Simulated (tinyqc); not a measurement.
Inside a calculation. Method: LDA (VWN5) atom on a uniform radial grid, spin-unpolarised, for C(2+). Computed by tinyqc, a small Python program that keeps every step. Settings: Z = 6, points = 192, R = 10.0, functional = lda,vwn, mixing = 0.2, iteration cap = 58. Command: `OMP_NUM_THREADS=1 python tinyqc.py 27631 27632 out.jsonl` (the two numbers bound the seeds that draw the settings). One thread of a shared host (Intel(R) Xeon(R) Processor @ 2.60GHz), about 0.6 s of CPU time with the checks.

Spherical atom on a uniform radial grid r_j = j h with h = R/(N + 1), h sum u^2 = 1 and integrals as h times sums, u(0) = u(R) = 0 (atomic units):
```
parameter            value
Z                        6
points N               192
R                10.000000
h                 0.051813
mixing            0.200000
electrons in 1s          2
electrons in 2s          2
```

Three-point differences turn -u''/2 + [l(l+1)/2r^2 - Z/r + V] u = e u into a tridiagonal matrix (diagonal 1/h^2 + potential, off-diagonal -1/2h^2). D = sum f u^2; the Hartree potential y/r solves y'' = -D/r with y(0) = 0, y(R) = N_e; v_xc comes from rho = D/(4 pi r^2); E = sum f e - int D V + int D (V_H/2 + eps_xc); V(new) = V + mixing (V_H + v_xc - V).

Stop when input and output potentials agree to 1e-7.

Course of the cycle (hartree):
```
iteration           E     e(1s)    e(2s)  largest |V(out) - V(in)|
1          -34.410834  -17.5849  -4.4731                  1.01e+01
2          -34.730652  -16.0568  -3.7679                  7.76e+00
3          -34.939036  -14.8749  -3.2329                  5.98e+00
4          -35.073041  -13.9615  -2.8256                  4.60e+00
5          -35.158187  -13.2561  -2.5145                  3.54e+00
6          -35.211705  -12.7118  -2.2761                  2.71e+00
7          -35.245022  -12.2920  -2.0928                  2.08e+00
8          -35.265588  -11.9686  -1.9516                  1.59e+00
9          -35.278190  -11.7195  -1.8425                  1.22e+00
10         -35.285866  -11.5278  -1.7582                  9.28e-01
11         -35.290516  -11.3802  -1.6928                  7.08e-01
...               ...       ...      ...                       ...
48         -35.297518  -10.8906  -1.4634                  3.89e-05
49         -35.297518  -10.8905  -1.4634                  3.06e-05
50         -35.297518  -10.8905  -1.4634                  2.40e-05
51         -35.297518  -10.8905  -1.4634                  1.89e-05
52         -35.297518  -10.8905  -1.4634                  1.48e-05
53         -35.297518  -10.8905  -1.4634                  1.17e-05
54         -35.297518  -10.8905  -1.4634                  9.19e-06
55         -35.297518  -10.8905  -1.4634                  7.23e-06
56         -35.297518  -10.8905  -1.4634                  5.69e-06
57         -35.297518  -10.8905  -1.4634                  4.48e-06
58         -35.297518  -10.8905  -1.4633                  3.53e-06
```

Can the last value be used, and what does the course show?

Not by the stop rule, although the second column moves by less than 1e-07 over the last three steps; and the uniform grid itself carries an error of order h^2 at the cusp, far above the threshold. Not converged within 58 iterations: the residual falls steadily but slowly, by a factor of about 0.79 a step. Reruns (cap 100 unless said): mixing 0.3: converged in 46; mixing 0.6: converged in 19; the original settings with a cap of 400: converged in 73. Even converged, this uniform grid resolves the cusp poorly and misses the energy of the atom.
